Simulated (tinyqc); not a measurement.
Valley-orbit splitting of a donor ground state, with strain: one step, computed by the program tinyqc. Command: `OMP_NUM_THREADS=1 python tinyqc.py 3021246 3021247 out.jsonl valleyorbit walk`. One thread of a shared host (Intel(R) Xeon(R) Processor @ 2.30GHz), about 0.01 s of CPU time with the checks.

The basis is the 1s envelope in each valley; energies are counted from the unstrained conduction-band edge. The strain is e_s (a a^T - 1/3) for the unit stress axis a, so valley j along n_j moves by Xi_u e_s w_j with w_j = (n_j.a)^2 - 1/3: +1/3 for [111] and [-1-11], -1/3 for the others.

Problem. Levels and ground state under strain. Diagonalise H; the ground vector has positive components. The density at the nucleus, and so the contact hyperfine coupling, scales as (sum_j c_j)^2/(number of valleys), which is 1 without strain; the envelopes are held fixed.

Valleys: four along <111>. Stress axis: [110].

H (meV):
```
         [111]  [1-1-1]  [-11-1]  [-1-11]
[111]    -3.22    -1.10    -1.10    -1.10
[1-1-1]  -1.10   -22.60    -1.10    -1.10
[-11-1]  -1.10    -1.10   -22.60    -1.10
[-1-11]  -1.10    -1.10    -1.10    -3.22
```

Give: levels; valley amplitudes of the ground state; hyperfine ratio A/A_0.

Solution.

levels (meV): -23.95  -21.50  -4.07  -2.12

valley amplitudes of the ground state: [111] 0.0788, [1-1-1] 0.7027, [-11-1] 0.7027, [-1-11] 0.0788

hyperfine ratio A/A_0 = 0.6107
